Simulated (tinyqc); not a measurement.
RHF in the sto-3g basis, for BeH2, spin multiplicity 1, step by step. One step of it, computed by the program tinyqc.

Question. Iteration 2: DIIS coefficients. Solve [B -1; -1 0][c; lambda] = [0; -1] for the coefficients, which sum to one.

B (overlaps of the stored error matrices):
```
,1,2
1,1.3210162e+00,-1.2796658e-01
2,-1.2796658e-01,1.8217871e-02
```

Give: DIIS coefficients.

Answer.

DIIS coefficients: 0.0916  0.9084
